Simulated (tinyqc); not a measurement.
Vacuum evaporation: vapour pressure, source flux, thickness distribution, purity and step coverage. Inputs raised by 5 %, one at a time. Computed by tinyqc, a small Python program. Command: `OMP_NUM_THREADS=1 python tinyqc.py 3112263 3112264 out.jsonl evap sens`. One thread of a shared host (Intel(R) Xeon(R) Processor @ 2.30GHz), about 0.02 s of CPU time with the checks.

Molecular flow, unit sticking of the metal, no re-evaporation. The background gas is taken as water vapour (18.015 g/mol, collision diameter 0.37 nm) at 300 K.

Inputs (values chosen for the exercise, modelled on germanium, with constants for the liquid):

| quantity | value | unit |
|---|---|---|
| molar mass M | 72.63 | g/mol |
| film density rho | 5.32 | g/cm^3 |
| vapour-pressure constant A | 10.65 | - |
| vapour-pressure constant B | 17580 | K |
| source temperature T | 1710 | K |
| source area | 0.27 | cm^2 |
| directionality n | 2 | - |
| source-to-wafer distance h | 33 | cm |
| wafer radius R | 10 | cm |
| source offset from the axis s/h | 0.92 | - |
| background pressure p | 2e-06 | Pa |
| sticking of background gas | 0.4 | - |

Constants: u = 1.6605390666e-27 kg; k_B = 1.380649e-23 J/K; R = 8.314462618 J/(mol K).

Method:
- log10(p_v/Pa) = A - B/T; flux from the surface Phi = p_v/sqrt(2 pi m k_B T), m = M u.
- Mass loss = Phi x area x m; heat of evaporation = ln(10) R B; d ln Phi/dT = ln(10) B/T^2 - 1/(2 T).
- A small source emits (n + 1) Phi area cos^n(phi)/(2 pi) per solid angle; on a parallel plane at height h and lateral distance l the arrival rate is (n + 1) Phi area/(2 pi h^2) x (1 + (l/h)^2)^(-(n + 3)/2). Growth rate = arrival rate x m/rho, m = M u. The wafer is fixed and centred above the source.
- Rotating wafer, source offset by s and facing upwards: thickness at radius r is the mean over the angle a of (1 + (r^2 + s^2 - 2 r s cos a)/h^2)^(-(n + 3)/2), by 360 equal steps; non-uniformity (max - min)/(max + min) over 21 radii from 0 to R.
- Mean free path lambda = k_B T_g/(sqrt2 pi d^2 p); unscattered share exp(-h/lambda); gas arrival p/sqrt(2 pi m_g k_B T_g); impurity ratio = sticking x gas arrival/metal arrival; monolayer time = 1e15 cm^-2/(sticking x gas arrival).

Runs:

| input moved | from | to | growth rate at the centre (nm/s) | non-uniformity (max - min)/(max + min) (%) | impurity ratio | non-uniformity, rotating (%) |
|---|---|---|---|---|---|---|
| base run | - | - | 0.04696 | 10.938 | 0.013842 | 3.3428 |
| source temperature T (K) | 1710 | 1795.5 | 0.14147 | 10.938 | 0.004594 | 3.3428 |
| source area (cm^2) | 0.27 | 0.2835 | 0.04931 | 10.938 | 0.013183 | 3.3428 |
| source-to-wafer distance h (cm) | 33 | 34.65 | 0.04259 | 9.967 | 0.015261 | 3.0662 |
| wafer radius R (cm) | 10 | 10.5 | 0.04696 | 11.997 | 0.013842 | 3.6399 |
| directionality n | 2 | 2.1 | 0.04852 | 11.155 | 0.013395 | 3.5414 |
| background pressure p (Pa) | 2e-06 | 2.1e-06 | 0.04696 | 10.938 | 0.014534 | 3.3428 |
| vapour-pressure constant B (K) | 17580 | 18459 | 0.01438 | 10.938 | 0.045209 | 3.3428 |

Exponents ln(y'/y) / ln(x'/x):

| input | growth rate at the centre | non-uniformity (max - min)/(max + min) | impurity ratio | non-uniformity, rotating |
|---|---|---|---|---|
| source temperature T | 22.604 | 0.000 | -22.604 | 0.000 |
| source area | 1.000 | 0.000 | -1.000 | 0.000 |
| source-to-wafer distance h | -2.000 | -1.904 | 2.000 | -1.771 |
| wafer radius R | 0.000 | 1.894 | 0.000 | 1.745 |
| directionality n | 0.672 | 0.403 | -0.672 | 1.183 |
| background pressure p | 0.000 | 0.000 | 1.000 | 0.000 |
| vapour-pressure constant B | -24.259 | 0.000 | 24.259 | 0.000 |

Which inputs matter most for each result?

Among the inputs moved here: growth rate at the centre answers most in size to vapour-pressure constant B (exponent -24.259), next to source temperature T (+22.604); its exponent is below 0.0005 for wafer radius R, background pressure p. Its exponent -2.000 in source-to-wafer distance h: a point source. Non-uniformity (max - min)/(max + min) answers most in size to source-to-wafer distance h (exponent -1.904), and about equally to wafer radius R (+1.894); its exponent is below 0.0005 for source temperature T, source area, background pressure p, vapour-pressure constant B. impurity ratio answers most in size to vapour-pressure constant B (exponent +24.259), next to source temperature T (-22.604); its exponent is below 0.0005 for wafer radius R. Its exponent +2.000 in source-to-wafer distance h: the metal flux falls as 1/h^2. non-uniformity, rotating answers most in size to source-to-wafer distance h (exponent -1.771), and about equally to wafer radius R (+1.745); its exponent is below 0.0005 for source temperature T, source area, background pressure p, vapour-pressure constant B.
